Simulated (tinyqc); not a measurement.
Quantum-confined Stark effect in a modulator well: sweeps and comparisons. A value that a table varies takes the place of the one given here.

Envelopes on cells of 0.5 angstrom over the well |z| < L/2 and 45 angstrom of barrier on each side, psi = 0 beyond, psi'/m continuous (mean mass between points), c = hbar^2/2m0. The electron sees + e F z and the hole - e F z, each with its offset in the barriers; 1 kV/cm = 1e-5 eV/angstrom. Light holes, band mixing and escape by tunnelling are left out.

Exciton: in-plane function exp(-rho/lam), 1/mu = 1/me + 1/mp, E(lam) = c/(mu lam^2) - (q/eps) times the integral over k of Fm(k)(1 + (k lam/2)^2)^(-3/2), Fm(k) the double integral of psi_e^2 psi_h^2 exp(-k |z - z'|), q = e^2/(4 pi eps0); binding Eb = -E at the minimum. Line at Eg + E_e + E_h - Eb, strength proportional to overlap^2/lam^2.

Constants: hbar^2/2m0 = 3.80998211 eV angstrom^2; e^2/(4 pi eps0) = 14.39964547 eV angstrom; hc = 1239.841984 eV nm.

Inputs chosen for the exercise (near those of a GaAs well in AlGaAs; the results hold for these values, not for the real material): L = 110 angstrom (well width); Vc = 0.244 eV (conduction offset); Vv = 0.143 eV (heavy-hole offset); me = 0.065 m0 (electron, well); meb = 0.0946 m0 (electron, barrier); mh = 0.362 m0 (heavy hole along z, well); mhb = 0.398 m0 (heavy hole, barrier); Eg = 1.448 eV (gap of the well); mp = 0.169 m0 (heavy hole in the plane); eps = 12.6 (dielectric constant); Fs = (0, 18, 37, 55, 76, 98, 123) kV/cm (fields); Ls = (56, 74, 92, 112, 136, 164) angstrom (widths); F_L = 78 kV/cm (field for this table); F = 78 kV/cm (field).

## Raising the field

All quantities anew; shifts from zero field.

Results:

| F (kV/cm) | dE_e (meV) | dE_h (meV) | Eb (meV) | line shift (meV) | overlap^2 | relative strength |
|---|---|---|---|---|---|---|
| 0 | 0.00 | 0.00 | 8.38 | 0.00 | 0.985 | 1.000 |
| 18 | -0.29 | -0.90 | 8.22 | -1.03 | 0.916 | 0.902 |
| 37 | -1.23 | -3.58 | 7.81 | -4.24 | 0.753 | 0.683 |
| 55 | -2.70 | -7.29 | 7.39 | -9.00 | 0.589 | 0.488 |
| 76 | -5.09 | -12.62 | 6.94 | -16.26 | 0.428 | 0.320 |
| 98 | -8.31 | -19.01 | 6.54 | -25.48 | 0.302 | 0.205 |
| 123 | -12.78 | -27.02 | 6.17 | -37.59 | 0.201 | 0.124 |

What does this show, and why?

The line shift grows with exponent 1.96 in F at low field and 1.71 at the end, as the carriers come up against opposite walls and the dipole begins to saturate. The hole gives 75 % of the level shift in the second row and 68 % in the last. The largest shift is 4.5 times the zero-field binding, yet 74 % of the binding survives, since the walls stop the field from pulling the pair apart. Half the strength is gone between 37 and 55 kV/cm.

## Width of the well

Zero-field line, its shift at F_L and the relative strength.

Results:

| L (angstrom) | line at F = 0 (nm) | Eb (meV) | shift (meV) | relative strength | shift x strength (meV) |
|---|---|---|---|---|---|
| 56 | 814.1 | 9.81 | -3.04 | 0.907 | 2.76 |
| 74 | 828.0 | 9.28 | -6.05 | 0.757 | 4.58 |
| 92 | 836.4 | 8.80 | -10.72 | 0.530 | 5.68 |
| 112 | 842.4 | 8.34 | -17.83 | 0.286 | 5.11 |
| 136 | 847.0 | 7.86 | -28.75 | 0.105 | 3.03 |
| 164 | 850.4 | 7.38 | -44.17 | 0.024 | 1.07 |

What does this show?

The shift grows with exponent 2.47 in L over the first two rows and 2.29 over the last two, against 4 for hard walls at second order; leakage lowers it in narrow wells and saturation in wide ones. The strength falls from 0.91 to 0.02, and the product of the two is largest at 92 angstrom.

## What each parameter does

Zero-field line, shift at F, overlap^2 and Eb at F. Each row changes one parameter from the base and keeps the others.

Results:

| case | line (nm) | shift (meV) | overlap^2 | Eb (meV) |
|---|---|---|---|---|
| base | 842.0 | -17.04 | 0.415 | 6.90 |
| L = 100 angstrom | 839.2 | -13.33 | 0.529 | 7.44 |
| F = 62 kV/cm | 842.0 | -11.23 | 0.531 | 7.23 |
| Vc = 0.195 eV | 842.8 | -17.65 | 0.397 | 6.79 |
| Vv = 0.179 eV | 841.9 | -16.43 | 0.431 | 6.97 |
| me = 0.0747 m0 | 843.4 | -16.97 | 0.400 | 7.27 |
| mh = 0.308 m0 | 841.5 | -16.59 | 0.442 | 6.93 |
| eps = 11.3 | 842.9 | -16.68 | 0.415 | 8.17 |

How do the results move?

The largest shifts from the base row, up to three for each result and ties (the steps differ in size, so this ranks the rows, not the parameters). line (nm): L -2.8, me +1.4, eps +0.9; unchanged at the printed digits by F. shift (meV): F +5.80, L +3.71, Vc -0.62. overlap^2: F +0.116, L +0.113, mh +0.027; unchanged at the printed digits by eps. Eb (meV): eps +1.27, L +0.54, me +0.37.

Run: tinyqc, `OMP_NUM_THREADS=1 python tinyqc.py 1252761 1252762 out.jsonl`; Intel(R) Xeon(R) Processor @ 2.30GHz, one thread, shared host; about 0.1 s of CPU time with all checks.
